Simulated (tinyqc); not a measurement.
Five-level k.p model folded onto the conduction band: one step. Mass and g factor term by term.

Second-order sums for the lowest conduction level at E: 1/m = 1 + Cm + (Ep/3)(2/E + 1/(E + Dso)) - (Ep2/3)(2/(E7 + D2 - E) + 1/(E7 - E)); g/2 = 1 + Cg - (Ep/3)(1/E - 1/(E + Dso)) - (Ep2/3)(1/(E7 - E) - 1/(E7 + D2 - E)). E is counted from the top of the valence band; E = Eg at the edge.

Parameters, chosen for this exercise (near those of CdTe; shifted at random, so the results belong to these values and not to a real crystal):
- Eg = 1.568 eV (gap at Gamma to the s-like level)
- Dso = 0.896 eV (spin-orbit splitting)
- Ep = 19.3 eV (Kane energy)
- E7 = 5.43 eV (upper Gamma7 conduction level, from the valence top)
- D2 = 0.3 eV (its spin-orbit splitting, Gamma8 above Gamma7)
- Ep2 = 2.4 eV (Kane energy to the upper levels)
- Cm = -1 (remote term in 1/m)
- Cg = -0.02 (remote term in g/2)

Question. Evaluate at E = Eg.

Give: Terms; m; g.

Answer.

Terms:
```
level           part of 1/m  part of g
free + remote        0.0000     1.9600
Gamma8 valence       8.2058    -8.2058
Gamma7 valence       2.6109     5.2219
Gamma8 upper        -0.3844     0.3844
Gamma7 upper        -0.2071    -0.4143
```

m = 0.0978 m0
g = -1.054

The valence levels give 10.82 to 1/m and the upper levels take 0.59 away. In g the two valence terms nearly cancel when Dso is small against Eg; here Dso/Eg = 0.57 and they leave -2.984, the upper pair -0.030.

Computed by tinyqc, a small Python program: `OMP_NUM_THREADS=1 python tinyqc.py 1080737 1080738 out.jsonl` (the numbers bound the seed that draws the inputs); one thread of a shared host (Intel(R) Xeon(R) Processor @ 2.30GHz), about 0.01 s for the whole set of steps.
